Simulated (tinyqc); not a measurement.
Inside a calculation: optical transitions of a finite quantum well. Values are carried at full precision from step to step, so a last printed digit may differ when a step is redone from the rounded ones.

Each carrier sees a square well of width L with its own depth V and masses m (inside), mb (outside); c = hbar^2/2m0, k = sqrt(m E/c), kappa = sqrt(mb (V - E)/c), and level n solves k L + 2 atan[(k/m)/(kappa/mb)] = n pi. The envelope is cos(kz) for odd n and sin(kz) for even n inside, joins exp(-kappa (|z| - L/2)) outside, and is normalised to 1. Excitons and band mixing are left out.

Constants: hbar^2/2m0 = 3.80998211 eV angstrom^2; hc = 1239.841984 eV nm; fine-structure constant alpha = 0.007297352564.

Values chosen for the exercise (near those of an InGaAs well in InP; the results hold for these values, not for the real material):

| symbol | value | unit | meaning |
|---|---|---|---|
| L | 139 | angstrom | well width |
| Eg | 0.803 | eV | gap of the well |
| Vc | 0.24 | eV | conduction offset |
| Vv | 0.333 | eV | valence offset |
| me | 0.0406 | m0 | electron, well |
| meb | 0.0838 | m0 | electron, barrier |
| mh | 0.366 | m0 | heavy hole along z, well |
| mhb | 0.529 | m0 | heavy hole, barrier |
| ml | 0.0504 | m0 | light hole along z, well |
| mlb | 0.1195 | m0 | light hole, barrier |
| Ns | 0.9 | x 1e12/cm^2 | electrons in e1 |
| n_r | 3.48 |  | refractive index |
| G | 12 | meV | half width of the line |

## Confinement energies

Up to three levels for each carrier.

Levels:

| level | E (eV) | k (1/angstrom) | kappa (1/angstrom) |
|---|---|---|---|
| e1 | 0.0244 | 0.01612 | 0.06886 |
| e2 | 0.0994 | 0.03255 | 0.05561 |
| e3 | 0.2187 | 0.04828 | 0.02163 |
| hh1 | 0.0044 | 0.02061 | 0.21359 |
| hh2 | 0.0177 | 0.04121 | 0.20924 |
| hh3 | 0.0398 | 0.06181 | 0.20178 |
| lh1 | 0.0219 | 0.01702 | 0.09878 |
| lh2 | 0.0895 | 0.03440 | 0.08740 |
| lh3 | 0.2047 | 0.05204 | 0.06344 |

## Interband transitions

From e1 and e2 to each hole level: E = Eg + E_e + E_h, wavelength hc/E, squared overlap of the envelopes, and the strength |<S|p|v>|^2 in units of P^2 at the subband edge: overlap^2 times 1/2 (hh) or 1/6 (lh) for light polarised in the plane (TE), times 0 (hh) or 2/3 (lh) along z (TM).

Transitions:

| pair | E (eV) | wavelength (nm) | overlap^2 | TE | TM |
|---|---|---|---|---|---|
| e1-hh1 | 0.8318 | 1490.5 | 0.9570 | 0.4785 | 0.0000 |
| e1-hh2 | 0.8451 | 1467.1 | 0.0000 | 0.0000 | 0.0000 |
| e1-lh1 | 0.8493 | 1459.8 | 0.9967 | 0.1661 | 0.6645 |
| e1-hh3 | 0.8672 | 1429.8 | 0.0190 | 0.0095 | 0.0000 |
| e2-hh1 | 0.9068 | 1367.2 | 0.0000 | 0.0000 | 0.0000 |
| e1-lh2 | 0.9168 | 1352.3 | 0.0000 | 0.0000 | 0.0000 |
| e2-hh2 | 0.9201 | 1347.5 | 0.8675 | 0.4338 | 0.0000 |
| e2-lh1 | 0.9243 | 1341.4 | 0.0000 | 0.0000 | 0.0000 |
| e2-hh3 | 0.9422 | 1315.9 | 0.0000 | 0.0000 | 0.0000 |
| e2-lh2 | 0.9919 | 1250.0 | 0.9854 | 0.1642 | 0.6569 |
| e1-lh3 | 1.0321 | 1201.3 | 0.0016 | 0.0003 | 0.0011 |
| e2-lh3 | 1.1071 | 1119.9 | 0.0000 | 0.0000 | 0.0000 |

The edge is e1-hh1 at 1491 nm. Pairs of opposite parity vanish exactly; e1-hh3 is allowed by parity and reaches 0.0190, only because the two envelopes leak differently into the barriers.

## Intersubband transitions from e1

z_1j = <1|z|j>; 1/m1 = <1|1/m|1>; f_1j = (m1/c)(E_j - E_1) z_1j^2, which sums to 1 over all bound and continuum states.

Transitions:

| pair | E (meV) | wavelength (micrometre) | \|z\| (angstrom) | f |
|---|---|---|---|---|
| 1-2 | 75.0 | 16.53 | 34.54 | 0.9681 |
| 1-3 | 194.3 | 6.38 | 0.00 | 0.0000 |

m1 = 0.0412 m0
sum of f over bound states = 0.9681

The continuum carries the remaining 0.0319. With hard walls z_12 = 16 L/(9 pi^2) = 25.04 angstrom and f_12 = 256/(27 pi^2) = 0.9607.

## Absorption of one well

For light polarised along z (a real waveguide or Brewster geometry adds an angle factor), with all electrons in e1 and none in e2, the peak fractional absorption is 4 pi alpha Ns c f_12/(n_r m1 G) and the area under the Lorentzian line is pi G times that, c = hbar^2/2m0; 1e12/cm^2 = 1e-4/angstrom^2. EF - E1 = 2 pi c Ns/m1 at zero temperature.

peak absorption = 1.769 %
area = 66.70 % meV
EF - E1 = 52.3 meV

EF lies below e2, as assumed.

## Checks

- Sum of f over all levels of a difference grid (60 cells across the well) against 1: 0.999 against 1.000.
- The strength f_12 on that grid against the matched envelopes: 0.967 against 0.968.

Run: tinyqc, `OMP_NUM_THREADS=1 python tinyqc.py 1250854 1250855 out.jsonl`; Intel(R) Xeon(R) Processor @ 2.30GHz, one thread, shared host; about 0.04 s of CPU time with all checks.
